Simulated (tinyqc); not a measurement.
Nudged elastic band on a two-dimensional model surface: one step, computed by the program tinyqc.

V(x, y) = h u^2 + t x + (kappa/2)(y + c u)^2 with u = x^2/w^2 - 1; the path runs from the minimum near (-w, 0) to that near (w, 0).

Question. Iteration 2. Tangent at image i: towards the higher neighbour if the energies rise or fall through i; at a maximum or minimum, tau = t+ dmax + t- dmin if V(i+1) > V(i-1), else t+ dmin + t- dmax, with t+ = R(i+1) - R(i), t- = R(i) - R(i-1) and dmax, dmin the larger and smaller of |V(i+1) - V(i)| and |V(i-1) - V(i)|; then normalise. Force F = -grad V + (grad V.tau) tau + k_s (|t+| - |t-|) tau. With a climbing image, the highest image feels instead F = -grad V + 2 (grad V.tau) tau and no spring. Update R(new) = R + eta F; the end points stay fixed.

Inputs (values chosen for the exercise, for a model surface):
```
quantity                      value           unit
height h                        0.4             eV
half width w                    1.2       angstrom
transverse stiffness kappa      5.6  eV/angstrom^2
curvature c                    0.31       angstrom
tilt t                      -0.0027    eV/angstrom
spring constant k_s             1.7  eV/angstrom^2
step factor eta               0.088  angstrom^2/eV
```

Surface: curved double well. Climbing image: on.

images after iteration 1 (angstrom):
```
                  x          y
image 1  -0.8558874  0.0752381
image 2  -0.5130047  0.1249421
image 3  -0.1430188  0.1497118
image 4   0.1727216  0.1495753
image 5   0.5155652  0.1244759
image 6   0.8583957  0.0744132
```

positions (angstrom):
```
                x          y
start   -1.198783   0.000628
end      1.201213  -0.000627
saddle  -0.002430   0.309999
```

Give: unit tangents; forces; images after iteration 2.

Answer.

unit tangents:
```
              x        y
image 1  0.9897   0.1435
image 2  0.9978   0.0668
image 3  1.0000   0.0035
image 4  1.0000  -0.0004
image 5  0.9973  -0.0730
image 6  0.9895  -0.1445
```

forces (eV/angstrom):
```
               x       y
image 1  -0.0816  0.5101
image 2  -0.0094  0.7601
image 3   0.2015  0.8744
image 4   0.0480  0.8625
image 5   0.0603  0.7601
image 6   0.0822  0.5106
```

images after iteration 2 (angstrom):
```
               x       y
image 1  -0.8631  0.1201
image 2  -0.5138  0.1918
image 3  -0.1253  0.2267
image 4   0.1769  0.2255
image 5   0.5209  0.1914
image 6   0.8656  0.1193
```
